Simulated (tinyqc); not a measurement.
Inside a calculation. Model: disorder broadening of a one-dimensional band in the self-consistent Born approximation.

Computed by the program tinyqc: `OMP_NUM_THREADS=1 python tinyqc.py 2720107 2720108 out.jsonl`, one thread of a shared Intel Xeon 2.30GHz, about 0.02 s for the whole run. Printed values are rounded.

The local Green function is G = g0(z - Sigma) with z = E + i eta and g0(z) = 1/(sqrt(z - 2t) sqrt(z + 2t)), principal roots; the self-energy is Sigma = D G. The density of states is -Im G/pi.

Inputs (values chosen for the exercise):

| symbol | value | unit | meaning |
|---|---|---|---|
| t | 0.6 | eV | hopping |
| D | 0.027 | eV^2 | variance of the random site energy |
| eta | 0.018 | eV | bare broadening |
| E | 0.181 | eV | energy from the band centre |
| mix | 0.3 |  | mixing |

Constants: q = 1.602176634e-19 C, hbar = 1.054571817e-34 J s. Results are converted to the units shown.

Range of the model: The self-consistent Born approximation misses band tails from rare fluctuations and localisation.

## Iteration 1: Born step

Sigma at the start = 0.00000+0.00000i eV

G = g0(z - Sigma), Sigma(out) = D G, Sigma(new) = Sigma + mix (Sigma(out) - Sigma).

G = 0.001951-0.842874i 1/eV
Sigma(out) = 0.0000527-0.0227576i eV
Sigma after iteration 1 = (0.01580-6.82728i) x 1e-3 eV

Sigma(out) of this first step, from Sigma = 0, is the plain (first) Born approximation.

## Iteration 2: Born step

As before.

G = 0.002690-0.842779i 1/eV
Sigma(out) = 0.0000726-0.0227550i eV
Sigma after iteration 2 = 0.0000328-0.0116056i eV

## Iteration 3: Born step

As before.

G = 0.003206-0.842693i 1/eV
Sigma(out) = 0.0000866-0.0227527i eV
Sigma after iteration 3 = 0.0000490-0.0149497i eV

## Course of the iteration

Stop when |Sigma(out) - Sigma| is below 1e-10 eV, or after 300 iterations; the start is Sigma = 0.

Course of the iteration:
```
iteration,Re Sigma (1e-4 eV),Im Sigma (eV),|Sigma(out) - Sigma| (eV)
1,0.15803,-0.0068273,0.0228
2,0.32849,-0.0116056,0.0159
3,0.48965,-0.0149497,0.0111
4,0.63170,-0.0172901,7.80e-3
5,0.75158,-0.0189279,5.46e-3
6,0.84979,-0.0200740,3.82e-3
7,0.92853,-0.0208761,2.67e-3
8,0.99064,-0.0214374,1.87e-3
9,1.03900,-0.0218302,1.31e-3
...,...,...,...
47,1.18979,-0.0227457,1.68e-9
48,1.18979,-0.0227457,1.18e-9
49,1.18979,-0.0227457,8.24e-10
50,1.18979,-0.0227457,5.76e-10
51,1.18979,-0.0227457,4.03e-10
52,1.18979,-0.0227457,2.82e-10
53,1.18979,-0.0227457,1.98e-10
54,1.18979,-0.0227457,1.38e-10
55,1.18979,-0.0227457,9.67e-11
```

Converged in 55 iterations. At the solution d Sigma(out)/d Sigma = -7.04e-4+0.003i, so the error shrinks by |1 - mix + mix times that| = 0.700 a step.

## Density of states and lifetime

converged Sigma = 0.0001190-0.0227457i eV

G = Sigma/D, density of states -Im G/pi, lifetime hbar/(2 |Im Sigma|); without disorder the density of states is -Im g0(z)/pi.

density of states = 0.268155 1/eV
lifetime = 14.4689 fs
density of states without disorder = 0.268295 1/eV

Disorder makes the density of states at this energy 0.052 % below the clean value.
